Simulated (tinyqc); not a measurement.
Pariser-Parr-Pople SCF with singles CI, for the molecule FC1=CC=CC=CC=N1 (SMILES; centres numbered as the heavy atoms are written), step by step. Computed by tinyqc, a small Python program that keeps every step. Settings: charge = 0, gamma = Ohno, start = huckel, damping = 0.5, iteration cap = 88, excitations kept = 6. Command: `OMP_NUM_THREADS=1 python tinyqc.py 31904 31905 out.jsonl` (the two numbers bound the seeds that draw the settings). One thread of a shared host (Intel(R) Xeon(R) Processor @ 2.60GHz), about 0.01 s of CPU time with the checks. Later iterations appear only in the table of the cycle.

## PPP integrals

Centres (angstrom, eV; a flat drawing with bonds scaled to 1.40 angstrom):

| centre | x | y | core charge z | W | gamma_rr |
|---|---|---|---|---|---|
| 1F | 2.870000 | 0.000000 | 2 | 39.000000 | 21.400000 |
| 2C | 1.470000 | 0.000000 | 1 | 11.160000 | 11.130000 |
| 3C | 0.935000 | 1.293000 | 1 | 11.160000 | 11.130000 |
| 4C | -0.359000 | 1.829000 | 1 | 11.160000 | 11.130000 |
| 5C | -1.652000 | 1.293000 | 1 | 11.160000 | 11.130000 |
| 6C | -2.188000 | 0.000000 | 1 | 11.160000 | 11.130000 |
| 7C | -1.652000 | -1.293000 | 1 | 11.160000 | 11.130000 |
| 8C | -0.359000 | -1.829000 | 1 | 11.160000 | 11.130000 |
| 9N | 0.935000 | -1.293000 | 1 | 14.100000 | 12.300000 |

Resonance integrals (eV):

| i | j | beta |
|---|---|---|
| 1 | 2 | -2.100000 |
| 2 | 3 | -2.390000 |
| 3 | 4 | -2.390000 |
| 4 | 5 | -2.390000 |
| 5 | 6 | -2.390000 |
| 6 | 7 | -2.390000 |
| 7 | 8 | -2.390000 |
| 8 | 9 | -2.510000 |
| 9 | 2 | -2.510000 |

Ohno: gamma = 14.399645/sqrt(R^2 + a^2), a = 2 x 14.399645/(gamma_rr + gamma_ss); H_rr = -W_r - sum_(s != r) z_s gamma_rs; H_rs = beta for bonds.

repulsion gamma_rs (eV):
```
           1F         2C         3C         4C         5C         6C         7C         8C
1F  21.400000   8.693146   5.783104   3.774320   3.008812   2.804273   3.008812   3.774320
2C   8.693146  11.130000   7.555865   4.978935   3.979599   3.711199   3.979599   4.978935
3C   5.783104   7.555865  11.130000   7.552062   4.978314   3.978650   3.711322   3.979206
4C   3.774320   4.978935   7.552062  11.130000   7.554751   4.978935   3.979599   3.711199
5C   3.008812   3.979599   4.978314   7.554751  11.130000   7.554751   4.979854   3.979599
6C   2.804273   3.711199   3.978650   4.978935   7.554751  11.130000   7.554751   4.978935
7C   3.008812   3.979599   3.711322   3.979599   4.979854   7.554751  11.130000   7.554751
8C   3.774320   4.978935   3.979206   3.711199   3.979599   4.978935   7.554751  11.130000
9N   5.808208   7.731342   5.029115   4.004204   3.731579   4.003638   5.027529   7.727269

           9N
1F   5.808208
2C   7.731342
3C   5.029115
4C   4.004204
5C   3.731579
6C   4.003638
7C   5.027529
8C   7.727269
9N  12.300000
```

core matrix H (eV):
```
            1F          2C          3C          4C          5C          6C          7C          8C
1F  -75.654994   -2.100000    0.000000    0.000000    0.000000    0.000000    0.000000    0.000000
2C   -2.100000  -65.461767   -2.390000    0.000000    0.000000    0.000000    0.000000    0.000000
3C    0.000000   -2.390000  -59.510742   -2.390000    0.000000    0.000000    0.000000    0.000000
4C    0.000000    0.000000   -2.390000  -55.468327   -2.390000    0.000000    0.000000    0.000000
5C    0.000000    0.000000    0.000000   -2.390000  -53.936071   -2.390000    0.000000    0.000000
6C    0.000000    0.000000    0.000000    0.000000   -2.390000  -53.529405   -2.390000    0.000000
7C    0.000000    0.000000    0.000000    0.000000    0.000000   -2.390000  -53.965029   -2.390000
8C    0.000000    0.000000    0.000000    0.000000    0.000000    0.000000   -2.390000  -55.618536
9N    0.000000   -2.510000    0.000000    0.000000    0.000000    0.000000    0.000000   -2.510000

            9N
1F    0.000000
2C   -2.510000
3C    0.000000
4C    0.000000
5C    0.000000
6C    0.000000
7C    0.000000
8C   -2.510000
9N  -62.971092
```

## Starting guess

pi electrons, sum of z_r less the charge = 10

Orbitals of the Hueckel matrix of the beta values.

P at the start:
```
           1F         2C         3C         4C         5C         6C         7C         8C
1F   1.000000   0.769331   0.000000  -0.382252   0.000000   0.332941   0.000000  -0.388797
2C   0.769331   1.000000   0.440533   0.000000  -0.056121   0.000000  -0.063569   0.000000
3C   0.000000   0.440533   1.255973   0.714045  -0.255973  -0.200239   0.255973  -0.001793
4C  -0.382252   0.000000   0.714045   1.000000   0.569927   0.000000  -0.138462   0.000000
5C   0.000000  -0.056121  -0.255973   0.569927   1.255973   0.631703  -0.255973  -0.130432
6C   0.332941   0.000000  -0.200239   0.000000   0.631703   1.000000   0.639734   0.000000
7C   0.000000  -0.063569   0.255973  -0.138462  -0.255973   0.639734   1.255973   0.558172
8C  -0.388797   0.000000  -0.001793   0.000000  -0.130432   0.000000   0.558172   1.000000
9N   0.000000   0.454829  -0.243735   0.005939   0.243735  -0.201859  -0.243735   0.721295

           9N
1F   0.000000
2C   0.454829
3C  -0.243735
4C   0.005939
5C   0.243735
6C  -0.201859
7C  -0.243735
8C   0.721295
9N   1.232082
```

## Iteration 1: Fock matrix

F_rr = H_rr + P_rr gamma_rr / 2 + sum_(s != r) P_ss gamma_rs; F_rs = H_rs - P_rs gamma_rs / 2; E = tr P (H + F) / 2 + core repulsion sum_(r<s) z_r z_s gamma_rs.

F (eV):
```
            1F         2C         3C         4C         5C         6C         7C         8C
1F  -23.931356  -5.443954   0.000000   0.721371   0.000000  -0.466829   0.000000   0.733722
2C   -5.443954  -8.522408  -4.054303   0.000000   0.111669   0.000000   0.126490   0.000000
3C    0.000000  -4.054303  -6.562139  -5.086254   0.637156   0.398340  -0.474998   0.003567
4C    0.721371   0.000000  -5.086254  -3.554417  -4.542828   0.000000   0.275512   0.000000
5C    0.000000   0.111669   0.637156  -4.542828  -3.764273  -4.776180   0.637353   0.259533
6C   -0.466829   0.000000   0.398340   0.000000  -4.776180  -2.584056  -4.806514   0.000000
7C    0.000000   0.126490  -0.474998   0.275512   0.637353  -4.806514  -3.787821  -4.498423
8C    0.733722   0.000000   0.003567   0.000000   0.259533   0.000000  -4.498423  -3.604913
9N    0.000000  -4.268221   0.612885  -0.011891  -0.454758   0.404084   0.612692  -5.296819

           9N
1F   0.000000
2C  -4.268221
3C   0.612885
4C  -0.011891
5C  -0.454758
6C   0.404084
7C   0.612692
8C  -5.296819
9N  -8.801495
```

pi energy = -152.843832 eV

## Iteration 1: orbitals and new P

Diagonalise F (the basis is taken as orthonormal) and form P = 2 sum c c over the lowest orbitals; 0.5 of the old P is kept.

orbital energies (eV): -25.862779  -14.557057  -11.939110  -10.690093  -6.956427  -4.499608  1.226269  2.829648  5.336279

P after iteration 1:
```
           1F         2C         3C         4C         5C         6C         7C         8C
1F   1.448629   0.549230  -0.071617  -0.257897   0.027214   0.230479   0.013815  -0.257387
2C   0.549230   0.920729   0.544499   0.103619  -0.116267  -0.119942  -0.073332   0.085460
3C  -0.071617   0.544499   1.264830   0.627495  -0.223912  -0.138168   0.237843  -0.024294
4C  -0.257897   0.103619   0.627495   0.869080   0.620385   0.125663  -0.143692  -0.101750
5C   0.027214  -0.116267  -0.223912   0.620385   1.224221   0.604886  -0.225082  -0.133908
6C   0.230479  -0.119942  -0.138168   0.125663   0.604886   0.852133   0.618798   0.132266
7C   0.013815  -0.073332   0.237843  -0.143692  -0.225082   0.618798   1.233090   0.607427
8C  -0.257387   0.085460  -0.024294  -0.101750  -0.133908   0.132266   0.607427   0.846340
9N  -0.055386   0.491185  -0.278703  -0.014726   0.235100  -0.145855  -0.235126   0.633037

           9N
1F  -0.055386
2C   0.491185
3C  -0.278703
4C  -0.014726
5C   0.235100
6C  -0.145855
7C  -0.235126
8C   0.633037
9N   1.340949
```

## Iteration 2: Fock matrix

As before.

F (eV):
```
            1F         2C         3C         4C         5C         6C         7C         8C
1F  -20.789744  -4.487269   0.207083   0.486693  -0.040940  -0.323163  -0.020784   0.485730
2C   -4.487269  -6.338040  -4.447080  -0.257957   0.231348   0.222564   0.145915  -0.212751
3C    0.207083  -4.447080  -6.401310  -4.759439   0.557351   0.274862  -0.441357   0.048336
4C    0.486693  -0.257957  -4.759439  -4.119012  -4.733427  -0.312833   0.285919   0.188807
5C   -0.040940   0.231348   0.557351  -4.733427  -5.287885  -4.674881   0.560438   0.266451
6C   -0.323163   0.222564   0.274862  -0.312833  -4.674881  -3.801600  -4.727434  -0.329272
7C   -0.020784   0.145915  -0.441357   0.285919   0.560438  -4.727434  -5.257679  -4.684480
8C    0.485730  -0.212751   0.048336   0.188807   0.266451  -0.329272  -4.684480  -3.806284
9N    0.160847  -4.408761   0.700814   0.029482  -0.438647   0.291976   0.591050  -4.955824

           9N
1F   0.160847
2C  -4.408761
3C   0.700814
4C   0.029482
5C  -0.438647
6C   0.291976
7C   0.591050
8C  -4.955824
9N  -8.631702
```

pi energy = -158.917661 eV

## Iteration 2: orbitals and new P

As before.

orbital energies (eV): -22.235838  -14.334155  -12.365300  -11.691863  -7.913717  -3.361668  1.292713  2.082415  4.094156

P after iteration 2:
```
           1F         2C         3C         4C         5C         6C         7C         8C
1F   1.680763   0.434151  -0.100275  -0.187587   0.035207   0.165811   0.015690  -0.182768
2C   0.434151   0.834053   0.591156   0.164848  -0.135677  -0.167054  -0.066707   0.133887
3C  -0.100275   0.591156   1.278232   0.595007  -0.216704  -0.119709   0.221153  -0.036671
4C  -0.187587   0.164848   0.595007   0.796865   0.636273   0.180541  -0.145796  -0.148594
5C   0.035207  -0.135677  -0.216704   0.636273   1.228237   0.597157  -0.215549  -0.134249
6C   0.165811  -0.167054  -0.119709   0.180541   0.597157   0.784141   0.615436   0.193388
7C   0.015690  -0.066707   0.221153  -0.145796  -0.215549   0.615436   1.239740   0.620643
8C  -0.182768   0.133887  -0.036671  -0.148594  -0.134249   0.193388   0.620643   0.751808
9N  -0.078522   0.505253  -0.277863  -0.030177   0.221179  -0.124943  -0.232498   0.595954

           9N
1F  -0.078522
2C   0.505253
3C  -0.277863
4C  -0.030177
5C   0.221179
6C  -0.124943
7C  -0.232498
8C   0.595954
9N   1.406162
```

## Iteration 3: Fock matrix

As before.

F (eV):
```
            1F         2C         3C         4C         5C         6C         7C         8C
1F  -19.391048  -3.987067   0.289949   0.354006  -0.052966  -0.232489  -0.023605   0.344912
2C   -3.987067  -5.237075  -4.623346  -0.410384   0.269969   0.309985   0.132734  -0.333307
3C    0.289949  -4.623346  -6.458596  -4.636766   0.539411   0.238139  -0.410384   0.072961
4C    0.354006  -0.410384  -4.636766  -4.346506  -4.793443  -0.449451   0.290105   0.275731
5C   -0.052966   0.269969   0.539411  -4.793443  -6.004270  -4.645684   0.536702   0.267129
6C   -0.232489   0.309985   0.238139  -0.449451  -4.645684  -4.285917  -4.714734  -0.481434
7C   -0.023605   0.132734  -0.410384   0.290105   0.536702  -4.714734  -5.984779  -4.734401
8C    0.344912  -0.333307   0.072961   0.275731   0.267129  -0.481434  -4.734401  -3.870827
9N    0.228035  -4.463141   0.698703   0.060417  -0.412673   0.250113   0.584445  -4.812548

           9N
1F   0.228035
2C  -4.463141
3C   0.698703
4C   0.060417
5C  -0.412673
6C   0.250113
7C   0.584445
8C  -4.812548
9N  -8.728514
```

pi energy = -161.941149 eV

## Iteration 3: orbitals and new P

As before.

orbital energies (eV): -20.587242  -14.437224  -12.701635  -12.024275  -8.338394  -2.936249  1.316733  1.751267  3.649487

P after iteration 3:
```
           1F         2C         3C         4C         5C         6C         7C         8C
1F   1.802918   0.369708  -0.110248  -0.144874   0.036505   0.124354   0.014585  -0.137423
2C   0.369708   0.763363   0.610722   0.198899  -0.141114  -0.183833  -0.058346   0.159308
3C  -0.110248   0.610722   1.291128   0.585057  -0.216576  -0.115956   0.208418  -0.042798
4C  -0.144874   0.198899   0.585057   0.756618   0.639201   0.204332  -0.145633  -0.169166
5C   0.036505  -0.141114  -0.216576   0.639201   1.241195   0.595440  -0.213612  -0.133327
6C   0.124354  -0.183833  -0.115956   0.204332   0.595440   0.749303   0.616030   0.221661
7C   0.014585  -0.058346   0.208418  -0.145633  -0.213612   0.616030   1.253957   0.621754
8C  -0.137423   0.159308  -0.042798  -0.169166  -0.133327   0.221661   0.621754   0.693773
9N  -0.087227   0.508795  -0.266388  -0.040449   0.208665  -0.116145  -0.231312   0.580092

           9N
1F  -0.087227
2C   0.508795
3C  -0.266388
4C  -0.040449
5C   0.208665
6C  -0.116145
7C  -0.231312
8C   0.580092
9N   1.447745
```

## Convergence

Stop when output and input P, before any damping, agree to 1e-7.

Course of the cycle:

| iteration | E (eV) | largest \|P(out) - P(in)\| |
|---|---|---|
| 1 | -152.84383208 | 8.97e-01 |
| 2 | -158.91766075 | 4.64e-01 |
| 3 | -161.94114942 | 2.44e-01 |
| 4 | -163.50985234 | 1.30e-01 |
| 5 | -164.33512860 | 7.58e-02 |
| 6 | -164.77040105 | 5.35e-02 |
| 7 | -164.99960729 | 3.74e-02 |
| 8 | -165.11998532 | 2.61e-02 |
| 9 | -165.18306084 | 1.82e-02 |
| 10 | -165.21606773 | 1.28e-02 |
| 11 | -165.23334509 | 9.01e-03 |
| ... | ... | ... |
| 78 | -165.25584940 | 4.63e-04 |
| 79 | -165.25585729 | 4.52e-04 |
| 80 | -165.25586480 | 4.41e-04 |
| 81 | -165.25587195 | 4.30e-04 |
| 82 | -165.25587877 | 4.20e-04 |
| 83 | -165.25588526 | 4.10e-04 |
| 84 | -165.25589144 | 4.00e-04 |
| 85 | -165.25589732 | 3.90e-04 |
| 86 | -165.25590293 | 3.81e-04 |
| 87 | -165.25590827 | 3.72e-04 |
| 88 | -165.25591335 | 3.63e-04 |

Not converged within 88 iterations: the residual falls steadily but slowly, by a factor of about 0.98 a step. Reruns (cap 100 unless said): damping 0: not converged; the original settings with a cap of 400: not converged.
